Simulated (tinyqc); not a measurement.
# MOSFET in saturation, small-signal circuit and noise, step by step

tinyqc, about 0.01 s, one thread, Intel Xeon 2.30GHz (shared host): `OMP_NUM_THREADS=1 python tinyqc.py 2150015 2150016 out.jsonl` Printed values are rounded.

Bias by the inversion coefficient IC = I/Ispec (charge-based model with velocity saturation; weak inversion below 0.1, strong above 10). Common-source circuit: gm, gds, Cgs, Cgd and Cj at the inner nodes, Rg in series with the gate; quasi-static, no source or drain resistance, no gate-body capacitance, no substrate network, no induced gate noise, so fmax is an upper estimate.

Parameters, values chosen for the exercise: temperature T = 325 K; gate length L = 130 nm; total gate width W = 40 um; gate capacitance Cox = 0.67 uF/cm^2; mobility mu = 370 cm^2/(V s); slope factor n = 1.23; velocity-saturation length Ls = 25 nm; ratio gds/gm sg = 0.031; overlap and fringe capacitance per side Cov = 0.29 fF/um; drain junction capacitance Cj = 0.6 fF/um; sheet resistance of the gate Rsh = 15 ohm; finger width Wf = 0.5 um; gate contact and vertical resistance Rc = 100 ohm um; inversion coefficient IC = 4.5; short-channel excess of the noise factor gw = 0.14; oxide trap density Nt = 7.2e17 cm^-3 eV^-1; tunnelling length into the oxide lt = 0.1 nm; Coulomb scattering coefficient ac = 0 V s/C; signal frequency f = 2 GHz.

Constants: q = 1.602176634e-19 C, kB = 1.380649e-23 J/K, Vt = kB T/q. Results are converted to the units shown.

Range of the model: fmax exceeds 4 fT, where channel resistance and substrate losses, left out here, would cap it.

## Current, transconductance and gain

Ispec = 2 n mu Cox (W/L) Vt^2, lc = Ls/L, gms = [sqrt((lc IC + 1)^2 + 4 IC) - 1]/[2 + lc (lc IC + 1)], gm = gms Ispec/(n Vt), gds = sg gm.

Ispec = 147.1773 uA
I = 662.2978 uA
gms = 1.540922
gm = 6.583549 mS
gds = 0.2040900 mS
gm/I = 9.940466 1/V

gm/I is 34.2 % of its weak-inversion limit 1/(n Vt); without velocity saturation (lc = 0) gms would be 1.68.

## Capacitances, gate resistance and cut-off frequencies

qs = [sqrt(1 + 4 IC) - 1]/2, Cgs = Cox W L qs (2 qs + 3)/(3 (qs + 1)^2) + Cov W, Cgd = Cov W, Cd = Cj W, Rg = Rsh (Wf/L)/(12 Nf) + Rc/W with Nf = W/Wf fingers (not rounded) contacted at both ends. fT = gm/(2 pi (Cgs + Cgd)), fmax = fT/(2 sqrt(Rg (gds + 2 pi fT Cgd))).

Cgs = 28.87486 fF
Cgd = 11.6 fF
Cd = 24 fF
Rg = 2.560096 ohm
fT = 25.88778 GHz
fmax = 176.9164 GHz

Overlap and fringe make up 57.3 % of the gate capacitance; fmax is 6.83 times fT.

## Admittance matrix

Inner admittances at w = 2 pi f: y11 = i w (Cgs + Cgd), y12 = -i w Cgd, y21 = gm - i w Cgd, y22 = gds + i w (Cgd + Cd). Invert to Z, add Rg to Z11 and invert back to Y.

inner y (mS):
```
                    1                   2
1  0.000000+0.508622i  0.000000-0.145770i
2  6.583549-0.145770i  0.204090+0.447363i
```

Y with Rg (mS):
```
                    1                    2
1  0.000662+0.508621i  -0.000190-0.145770i
2  6.583348-0.154342i   0.204148+0.449820i
```

## Current gain and unilateral power gain

|h21| = |Y21/Y11|; U = |Y21 - Y12|^2/(4 [Re Y11 Re Y22 - Re Y12 Re Y21]). Extrapolated at 20 dB a decade: f |h21| and f sqrt(U).

|h21| = 12.94706
U = 7824.850
f |h21| = 25.89412 GHz
f sqrt(U) = 176.9164 GHz

f |h21| is 0.025 % above the formula for fT, and f sqrt(U) within 0.01 % of that for fmax.

## Noise at the gate

Channel noise Sid = 4 kB T gam n gm with gam = (1/2 + (2/3) qs)/(1 + qs) + gw lc IC, qs = [sqrt(1 + 4 IC) - 1]/2, lc = Ls/L (the last term an empirical rise with velocity saturation); at the gate, white noise Sw = Sid/gm^2 + 4 kB T Rg. Number fluctuation with correlated mobility: S(f) = K/f, K = q^2 Vt lt Nt/(W L Cox^2) (1 + ac mu Cox I/gm)^2, Vt in eV with Nt per eV. Corner fc = K/Sw. Full shot noise would be 2 q I.

gam = 0.7256187
Sid = 1.054630e-22 A^2/Hz
Sid/(2 q I) = 0.4969430
sqrt(Sw) = 1.574536 nV/Hz^0.5
K = 2.217464e-10 V^2
fc = 89.44406 MHz

The gate resistance gives 1.9 % of the white noise power.
